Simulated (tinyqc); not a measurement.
Inside a calculation. Method: plane-wave Kohn-Sham cycle with exchange-only LDA in a layered model solid. One step of it, computed by the program tinyqc.

Problem. Iteration 2: levels at that k. Diagonalise the Hermitian matrix.

H (hartree), order -2, -1, +0, +1, +2:
```
[[0.374917, 0.162229, 0.066561, 0.022485, -0.002329],
 [0.162229, -0.029547, 0.162229, 0.066561, 0.022485],
 [0.066561, 0.162229, -0.164369, 0.162229, 0.066561],
 [0.022485, 0.066561, 0.162229, -0.029547, 0.162229],
 [-0.002329, 0.022485, 0.066561, 0.162229, 0.374917]]
```

Give: eigenvalues.

Solution.

eigenvalues (hartree): [-0.315, -0.134, 0.054, 0.415, 0.506]
